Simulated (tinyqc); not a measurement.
Inside a calculation. Method: extended Hueckel theory, for H3+. The parameters take no account of the charge, which enters only through the electron count. One step of it, computed by the program tinyqc.

Question. Wolfsberg-Helmholz matrix. H_ij = K' S_ij (H_ii + H_jj)/2 for i != j (the diagonal keeps H_ii), with K' = 1.75.

overlap S, order 1H 1s, 2H 1s, 3H 1s:
```
[[1.000000, 0.622123, 0.583510],
 [0.622123, 1.000000, 0.583202],
 [0.583510, 0.583202, 1.000000]]
```

diagonal H_ii (eV): [-13.600000, -13.600000, -13.600000]

K = 1.750000

Give: H.

Answer.

H (eV), order 1H 1s, 2H 1s, 3H 1s:
```
[[-13.6000, -14.8065, -13.8875],
 [-14.8065, -13.6000, -13.8802],
 [-13.8875, -13.8802, -13.6000]]
```
